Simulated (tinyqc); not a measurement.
Regular and subregular solution with a miscibility gap: one step, computed by the program tinyqc.

Per mole of mixing sites: G(x) = x (1 - x) [L0 + L1 (1 - 2x)] + R T [x ln x + (1 - x) ln(1 - x)], x the fraction of B.

Problem. First Newton step for the common tangent. G' = L0 (1 - 2x) + L1 (1 - 6x + 6x^2) + R T ln[x/(1 - x)]; G'' = -2 L0 - 6 L1 (1 - 2x) + R T/[x (1 - x)]. Common tangent: F1 = G'(x1) - G'(x2) = 0 and F2 = [G - x G'](x1) - [G - x G'](x2) = 0. Newton step: J = [[G''(x1), -G''(x2)], [-x1 G''(x1), x2 G''(x2)]], J dx = -F; a step that would leave 0 < x < 1 is halved until it stays inside. The start is x1 = s0, x2 = 1 - s0.

Inputs (values chosen for the exercise, for a model alloy): asymmetry L1 = -4.2 kJ/mol; temperature T = 1361 K; start value s0 = 0.02.

L0 = 39.6 kJ/mol

Constants: R = 8.314462618 J/(mol K).

Give: F; J; new (x1, x2).

Solution.

F (kJ/mol): F1 -12.05, F2 2.31

J (kJ/mol):
```
       1       2
1  522.3  -474.0
2  -10.4   464.5
```

new (x1, x2): 0.0389  0.9755
